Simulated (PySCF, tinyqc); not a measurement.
The basis set: RHF and MP2 along a ladder of basis sets, for H4, spin multiplicity 1. Computed by the program tinyqc with PySCF. Command: `OMP_NUM_THREADS=1 python tinyqc.py 113370 113371 out.jsonl`; one thread of a shared host (Intel(R) Xeon(R) Processor @ 2.60GHz), about 0.9 s.

Geometry (angstrom):
```
atom       x       y       z
H     0.0000  0.0000  0.0000
H     0.0000  0.0000  0.8000
H     0.0000  1.0520  0.0000
H     0.0000  1.0520  0.8000
```

Same geometry throughout; the dipole is taken about the origin.

RHF and frozen-core MP2 in a ladder of bases:
```
basis        functions  E(RHF) (hartree)  E(MP2 corr) (hartree)  HOMO (eV)  LUMO (eV)  dipole (debye)
sto-3g               4          -1.93079               -0.03828     -8.195     10.024           0.000
3-21g                8          -2.01351               -0.04340     -9.921      3.228           0.000
6-31g                8          -2.02194               -0.04365    -10.035      2.820           0.000
6-31g**             20          -2.04061               -0.06483     -9.776      2.954           0.000
cc-pvdz             20          -2.04048               -0.06542     -9.736      2.489           0.000
aug-cc-pvdz         36          -2.04130               -0.06799     -9.798      1.060           0.000
cc-pvtz             56          -2.04783               -0.07789     -9.800      2.138           0.000
```

From cc-pVDZ to cc-pVTZ the RHF energy falls by 7.4 mhartree and the correlation energy by 12.5. If valence correlation converges as X^-3, (27 E(T) - 8 E(D))/19 gives -0.0831 hartree, a rough estimate from such small X that usually falls short; STO-3G holds about 46 % of it. Beyond STO-3G the LUMO moves by 2.2 eV and the HOMO by 0.3 eV. The restricted reference is unstable here: a spin-polarised solution lies 0.0001 hartree lower (PySCF, cc-pVDZ), so results built on it describe a poor reference.
